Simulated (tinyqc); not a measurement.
Inside a calculation: six-band k.p model of the valence band of a wurtzite crystal. Values are carried at full precision from step to step, so a last printed digit may differ when a step is redone from the rounded ones.

At k = 0: E1 = D1c + D2c + Te + Le (pure HH); E2, E3 = Le + u +/- sqrt(u^2 + 2 D3c^2), u = (D1c - D2c + Te)/2, D1c = Dcr, D2c = D3c = Dso/3. The weight of LH in state 2 is fL = (E2 - Le)^2/((E2 - Le)^2 + 2 D3c^2). Relative strengths of transitions to the conduction band: for E perpendicular to c (TE) 1/2, fL/2, (1 - fL)/2; for E along c (TM) 0, 1 - fL, fL, with one momentum element for both directions.

Constants: hc = 1239.841984 eV nm; hbar^2/2m0 = 3.80998211 eV angstrom^2.

Parameters, chosen for this exercise (of the order of those of hexagonal CdSe; shifted at random, so the results belong to these values and not to a real crystal): Dcr = 0.032 eV (crystal-field splitting); Dso = 0.4157 eV (spin-orbit splitting); e_par = 0.0091 (exx = eyy of a c-plane layer); D1 = -0.98 eV; D2 = 1.01 eV; D3 = 3.89 eV; D4 = -2.12 eV; C13 = 38 GPa; C33 = 81 GPa; Eg = 1.827 eV (direct gap at Gamma from the top of the unstrained valence band); a1 = -0.75 eV (gap potential along c); a2 = -3.72 eV (gap potential in the plane); A1 = -4.92; A2 = -0.41; A3 = 4.32; A4 = -1.23; A5 = -1.18; A6 = -0.31; kt = 0.046 1/angstrom (in-plane wave vector); kz = 0 1/angstrom (wave vector along c); kmax = 0.15 1/angstrom (end of the path).

## Edges without strain

Set Le = Te = 0.

E1, E2, E3 without strain (eV): 0.1706  0.1498  -0.2564

fL = 0.3688

edges from the top (eV): 0.0000  -0.0208  -0.4269

The top is state 1 (HH), TE light alone.

## Strain terms

Strain of a c-plane layer: exx = eyy = e_par, ezz = -2 (C13/C33) e_par; Le = D1 ezz + D2 (exx + eyy), Te = D3 ezz + D4 (exx + eyy).

Form ezz, Le and Te.

ezz = -0.008538
Le (strain shift of all three valence states) = 0.02675 eV
Te (further shift of HH and LH) = -0.07180 eV

## Edges and polarisation under strain

Use Le and Te.

E1, E2, E3 under strain (eV): 0.1255  0.1529  -0.2777

fL = 0.2929

Relative strengths:
```
state     TE     TM
1      0.500  0.000
2      0.146  0.707
3      0.354  0.293
```

The top is state 2, 71 % CH, which favours TM light; the next state lies 27.4 meV lower.

## Transition energies

Conduction edge: Ec = (top of the unstrained valence band) + Eg + (a1 + D1) ezz + (a2 + D2)(exx + eyy).

Ec minus each strained valence edge (state 1 is HH, states 2 and 3 are mixtures of LH and CH); wavelength hc/E of the lowest.

Ec = 1.9630 eV

transitions to states 1, 2, 3 (eV): 1.8375  1.8101  2.2408

wavelength = 684.9 nm

Strain moves the lowest transition by -17 meV. The deformation potentials of this set are rough, and this small net shift can differ from measurement even in sign.

## The block at one k

Block form of the six-band Hamiltonian (electron energies, z along c, kt the in-plane wave vector, c0 = hbar^2/2m0): H = [[F, K, -iW], [K, G, D - iW], [iW, D + iW, L]] in the basis HH, LH, CH; the other block is its conjugate and has the same levels. F = D1c + D2c + L + T, G = D1c - D2c + L + T, D = sqrt(2) D3c, with D1c = Dcr, D2c = D3c = Dso/3; L = c0 (A1 kz^2 + A2 kt^2) + Le, T = c0 (A3 kz^2 + A4 kt^2) + Te, K = c0 A5 kt^2, W = c0 A6 kt kz. The zero of energy is the CH state without spin-orbit coupling and strain; the term linear in k is left out.

Fill in the matrix.

H(k) (eV):
```
         HH       LH      CH
HH   0.1123  -0.0095       0
LH  -0.0095  -0.1648  0.1960
CH        0   0.1960  0.0234
```

## Levels and weights

H is one of the two 3 x 3 blocks into which the six-band matrix falls, in the basis HH, LH, CH of the unmixed zone-centre states. Diagonalise it.

levels from the top (eV): 0.1474  0.1117  -0.2883

weights:
```
      top  second  third
HH  0.021   0.979  0.000
LH  0.280   0.004  0.716
CH  0.699   0.017  0.283
```

## Bands in the plane and along c

Six points from 0 to kmax each way.

Levels (eV):
```
|k| (1/angstrom)  top, in plane   second    third  top, along c  second, along c  third, along c
0.000                    0.1529   0.1255  -0.2777        0.1529           0.1255         -0.2777
0.030                    0.1504   0.1198  -0.2822        0.1404           0.1235         -0.2842
0.060                    0.1442   0.1017  -0.2959        0.1173           0.1045         -0.3051
0.090                    0.1356   0.0715  -0.3204        0.1070           0.0496         -0.3449
0.120                    0.1246   0.0318  -0.3582        0.0926          -0.0157         -0.4120
0.150                    0.1109  -0.0137  -0.4129        0.0741          -0.0808         -0.5172
```

Along c the HH state has the mass -1/(A1 + A3) = 1.67 and the CH state -1/A1 = 0.203; in the plane, far from the edge, the masses tend to -1/(A2 + A4 - A5) = 2.17, -1/(A2 + A4 + A5) = 0.355 and -1/A2 = 2.44.

## Checks

- Closed-form edges against the diagonalisation at k = 0: they agree to 1e-10 or better.

(tinyqc, `OMP_NUM_THREADS=1 python tinyqc.py 1050425 1050426 out.jsonl`, Intel(R) Xeon(R) Processor @ 2.30GHz, 1 thread, shared host, about 0.01 s.)
